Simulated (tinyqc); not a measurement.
# MESFET, gradual channel with velocity saturation: effect of the gate voltage on saturation

A uniformly doped n-type channel, depleted from the top by a Schottky gate; at channel potential V the depleted share of a is u = sqrt((Vbi - Vg + V)/Vp), s at the source. Electrons drift with v = mu E/(1 + mu E/vsat). Abrupt depletion edge, no series resistance, source at 0.

Vbi = phiB - Vt ln(Nc/Nd); Vp = q Nd a^2/(2 eps0 eps_r); G0 = q mu Nd a W/L; Z = mu Vp/(vsat L); s = sqrt((Vbi - Vg)/Vp). I = (G0 Vp/3) F/(1 + Z (u^2 - s^2)), F = 3 (u^2 - s^2) - 2 (u^3 - s^3), with u at V = Vd; Z = 0 gives constant mobility, for which u stops at 1. The current peaks at u = um, the root of (1 - u)(1 + Z (u^2 - s^2)) = Z F/3; beyond Vdsat = Vp (um^2 - s^2) it is held at that value. gm = G0 (um - s)/(1 + Z (um^2 - s^2)).

Values chosen for this exercise; material values those of a made-up semiconductor:
- T = 300 K (temperature)
- eps_r = 11.5 (relative permittivity of the semiconductor)
- Nc = 5e17 cm^-3 (conduction-band density of states at T)
- Nd = 6e16 cm^-3 (donor density of the channel)
- a = 190 nm (channel thickness)
- mu = 5900 cm^2/(V s) (low-field mobility at this doping)
- vsat = 1.2e7 cm/s (saturation velocity)
- L = 0.3 um (gate length)
- W = 300 um (gate width)
- phiB = 0.77 V (Schottky barrier)

Constants: q = 1.602176634e-19 C, kB = 1.380649e-23 J/K, Vt = kB T/q, eps0 = 8.8541878128e-14 F/cm where lengths are in cm. Results are converted to the units shown.

The same in every row: Z = 27.93.

Result of one run:

| um | Vdsat (V) | Isat (mA) | Isat for Z = 0 (mA) | gm (mS) |
|---|---|---|---|---|
| 0.7599 | 0.2687 | 15.79 | 174.3 | 22.34 |

Which gate voltage Vg gave this result: -0.67, -0.4, -0.13 or 0 V?

Vg = 0 V.

The whole series:

| Vg (V) | um | Vdsat (V) | Isat (mA) | Isat for Z = 0 (mA) | gm (mS) |
|---|---|---|---|---|---|
| -0.8 | 0.9741 | 0.1018 | 1.702 | 5.750 | 12.59 |
| -0.67 | 0.9471 | 0.1432 | 3.481 | 16.62 | 14.64 |
| -0.53 | 0.9141 | 0.1788 | 5.647 | 34.96 | 16.26 |
| -0.4 | 0.8806 | 0.2063 | 7.851 | 58.48 | 17.62 |
| -0.27 | 0.8444 | 0.2299 | 10.23 | 88.62 | 19.00 |
| -0.13 | 0.8023 | 0.2516 | 13.00 | 128.9 | 20.61 |
| 0 | 0.7599 | 0.2687 | 15.79 | 174.3 | 22.34 |

As Vg goes from -0.8 to 0 V, Vdsat rises from 0.102 to 0.269 V, Isat rises from 1.70 to 15.8 mA and gm rises from 12.6 to 22.3 mS. Isat is 0.296 of the constant-mobility value in the first row and 0.0906 in the last. In every row the gate is shorter than 2 a, outside the gradual-channel approximation. For Vg = -0.8 to -0.53 V the open channel at the source, (1 - s) a, is under two Debye lengths, so the abrupt edge is rough.

Computed by the program tinyqc: `OMP_NUM_THREADS=1 python tinyqc.py 2500116 2500117 out.jsonl`, one thread of a shared Intel Xeon 2.30GHz, about 0.09 s for the whole run.
